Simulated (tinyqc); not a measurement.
# Diffusion length from constant photovoltage

Inverse problem. In a thick sample with a thin depletion layer the excess density at its edge goes as flux/(1/alpha + L), so the flux needed for a fixed surface photovoltage is proportional to 1/alpha + L. Find L.

photon flux for the same photovoltage at absorption coefficients 140 and 1400 1/cm (relative units): 125.42857  61.142857

Answer. The line of flux against 1/alpha meets zero at -L.

slope against 1/alpha = 1.000 1/um
L = 54.00 um

Computed by the program tinyqc: `OMP_NUM_THREADS=1 python tinyqc.py 2430155 2430156 out.jsonl`, one thread of a shared Intel Xeon 2.30GHz, about 0.01 s for the whole run.
